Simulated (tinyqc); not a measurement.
Lorentz oscillators and the Kramers-Kronig relations, step by step. Values are carried at full precision from step to step, so a last printed digit may differ when a step is redone from the rounded ones.

eps(E) = 1 + sum_j S_j/(E0_j^2 - E^2 - i G_j E).

Constants: hbar c = 1973.269805 eV angstrom; hbar^2/2m0 = 3.80998211 eV angstrom^2; e^2/(4 pi eps0) = 14.39964547 eV angstrom.

Inputs chosen for the exercise (line positions loosely like those of Si; Lorentz tails absorb below the gap, where the real solid is clear; the results hold for these values, not for the real material):
- E0 = (3.37, 4.22, 5.56) eV (resonances)
- G = (0.25, 0.49, 0.93) eV (widths)
- S = (35.8, 106.7, 74.6) eV^2 (strengths)
- E = 5.58 eV (photon energy)
- h = 0.25 eV (grid step)
- M = 40 (grid points E_j = j h)
- i = 5 (grid index at which eps1 is wanted)

## Dielectric function at one energy

Evaluate each oscillator and the sum.

terms: [-1.8010+0.1270i, -7.6824+1.5760i, -0.6161+14.3490i]

eps(E) = -9.0994+16.0520i
eps(0) = 12.5570

## Optical constants

n + i k = sqrt(eps1 + i eps2) with k >= 0; R = ((n - 1)^2 + k^2)/((n + 1)^2 + k^2) at normal incidence from vacuum; alpha = 2 E k/(hbar c), times 1e8 for 1/cm; loss function Im(-1/eps) = eps2/(eps1^2 + eps2^2).

Convert eps at the photon energy E into the optical constants.

n = 2.1624
k = 3.7116
R = 0.6362
alpha = 2.10e+06 1/cm
loss function = 0.0471
vacuum wavelength hc/E (hc = 1239.841984 eV nm) = 222.2 nm

The intensity falls to 1/e within 4.76 nm. eps1 is negative, so k exceeds n, as in a metal below its plasma energy; R is 0.64.

## Absorptive part on the grid

Tabulate eps2 at E_j = j h.

eps2(E_j), j = 1 .. M: [0.0773, 0.1579, 0.2458, 0.3457, 0.4643, 0.6112, 0.8024, 1.0655, 1.4550, 2.0954, 3.3472, 6.7824, 26.1469, 26.1229, 16.2346, 32.1675, 52.9412, 24.6177, 12.8905, 10.8968, 13.2614, 16.2547, 13.3690, 8.3138, 5.1092, 3.3523, 2.3470, 1.7301, 1.3270, 1.0497, 0.8507, 0.7030, 0.5904, 0.5025, 0.4326, 0.3760, 0.3296, 0.2910, 0.2587, 0.2313]

## eps1 at one grid point

Kramers-Kronig: eps1(E) = 1 + (2/pi) P integral_0^infinity E1 eps2(E1)/(E1^2 - E^2) dE1. Maclaurin rule on the grid E_j = j h, j = 1 .. M: eps1(E_i) = 1 + (4 h/pi) sum over j with j - i odd of E_j eps2(E_j)/(E_j^2 - E_i^2); nothing is added above E_M.

List the terms E_j eps2_j/(E_j^2 - E_i^2) for j - i odd, add them and form eps1.

terms in order of j (1/eV): [-0.0602, -0.6147, 1.3336, 0.8743, 1.1175, 2.7357, 8.5549, 8.9122, 5.9280, 2.3247, 3.1164, 1.4485, 0.5355, 0.2553, 0.1440, 0.0901, 0.0604, 0.0426, 0.0312, 0.0235]

sum = 36.854 1/eV
eps1(E_i) = 12.731

The oscillator formula gives 13.748 at E_i = 1.25 eV. The rule samples every 2h = 0.5 eV against a narrowest width of 0.25 eV and stops at 10 eV; coarse sampling and the missing tail make the difference.

## The f-sum on the grid

W(E_M) = (2/pi) h sum_j E_j eps2_j, with half weight on the last point; the full integral equals sum S_j = (hbar omega_p)^2, and the electron density follows from (hbar omega_p)^2 = 8 pi c (e^2/(4 pi eps0)) N with c = hbar^2/2m0.

W(E_M) = 204.38 eV^2
sum S = 217.10 eV^2
share reached on this grid (a step near the line widths can inflate it) = 0.941
hbar omega_p = 14.734 eV
N = 1.57e+23 1/cm^3

## Checks

- The value of eps1 at 5.583 eV from a fine, long grid (with the tail of eps2 ~ 1/E^3 added) against the oscillator formula: both -9.18.

Computed by tinyqc, a small Python program: `OMP_NUM_THREADS=1 python tinyqc.py 1652461 1652462 out.jsonl` (the numbers bound the seed that draws the inputs); one thread of a shared host (Intel(R) Xeon(R) Processor @ 2.30GHz), about 0.2 s for the whole set of steps.
